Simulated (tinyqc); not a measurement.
## Inverter chain driving a load

N inverters, each f = Hc^(1/N) times larger than the one before: delay tau N (f + pp). Switched capacitance in units of the first input, with output capacitance pp times the input: Hc + (1 + pp)(Hc - 1)/(f - 1).

Values chosen for this exercise: load over the input capacitance of the chain Hc = 43; parasitic delay of an inverter pp = 0.6; delay unit tau = 6.8 ps.

Result of one run:
```
N       f  delay (ps)  switched capacitance
5  2.1217      92.539                102.91
```

What becomes of these results when the number of stages N is changed from 5 to 4, all else the same?

Result of the changed run:
```
N       f  delay (ps)  switched capacitance
4  2.5607      85.972                86.056
```

The whole series:
```
N       f  delay (ps)  switched capacitance
1  43.000      296.48                44.600
2  6.5574      97.341                55.092
3  3.5034      83.709                69.844
4  2.5607      85.972                86.056
5  2.1217      92.539                102.91
6  1.8717      100.85                120.09
7  1.7114      110.02                137.46
```

The delay goes from 296 through a minimum of 83.7 (at N = 3 among the rows listed) to 110 ps. The best stage effort solves pp + rho (1 - ln rho) = 0, rho = 3.27, which gives N = ln Hc/ln rho = 3.18. One stage fewer than the best costs 16 % in delay and saves 21 % of the switched capacitance.

Computed by the program tinyqc: `OMP_NUM_THREADS=1 python tinyqc.py 2082182 2082183 out.jsonl`, one thread of a shared Intel Xeon 2.30GHz, about 0.01 s for the whole run.
